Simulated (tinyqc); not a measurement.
Exact and approximate surface terms: size effects in the resistivity of thin metal films and interconnect lines. Computed by tinyqc, a small Python program. Command: `OMP_NUM_THREADS=1 python tinyqc.py 3021756 3021757 out.jsonl size walk`. One thread of a shared host (Intel(R) Xeon(R) Processor @ 2.30GHz), about 0.01 s of CPU time with the checks.

Electrons lose their drift at surfaces (a share 1 - p of the hits) and at grain boundaries (reflection R), besides bulk scattering.

Inputs (values chosen for the exercise, modelled on iridium): bulk mean free path lambda = 6.74 nm; specularity p = 0.57.

Geometry: film.

Method. Fuchs-Sondheimer film: rho_b/rho = 1 - (3/(2 kappa))(1 - p) int_0^1 (s - s^3)(1 - exp(-kappa/s))/(1 - p exp(-kappa/s)) ds, f = rho/rho_b, kappa = thickness/lambda, 80 Gauss-Legendre points. Thick-film form 1 + 3 (1 - p)/(8 kappa); thin-film form (4/3)((1 - p)/(1 + p))/(kappa ln(1/kappa)).

Rho/rho_b:

| kappa | h (nm) | exact | thick-film form | thin-film form |
|---|---|---|---|---|
| 0.01 | 6.7400e-02 | 10.258 | 17.125 | 7.9298 |
| 0.02 | 1.3480e-01 | 6.299 | 9.062 | 4.6674 |
| 0.05 | 3.3700e-01 | 3.527 | 4.225 | 2.4380 |
| 0.1 | 6.7400e-01 | 2.426 | 2.612 | 1.5860 |
| 0.2 | 1.3480e+00 | 1.788 | 1.806 | 1.1345 |
| 0.5 | 3.3700e+00 | 1.343 | 1.323 | - |
| 1 | 6.7400e+00 | 1.175 | 1.161 | - |
| 2 | 1.3480e+01 | 1.086 | 1.081 | - |
| 5 | 3.3700e+01 | 1.033 | 1.032 | - |
| 10 | 6.7400e+01 | 1.016 | 1.016 | - |

What does the comparison show, and why?

The thick-film form is within 5 % down to kappa = 0.2; at kappa = 0.01 it is 1.67 times the exact value and the thin-film form 0.77 times. The resistivity doubles between 0.674 and 1.35 nm. Rows thinner than about 5 nm only illustrate the formulas.

Extremes, crossings and ranges named in words are read from the listed rows.
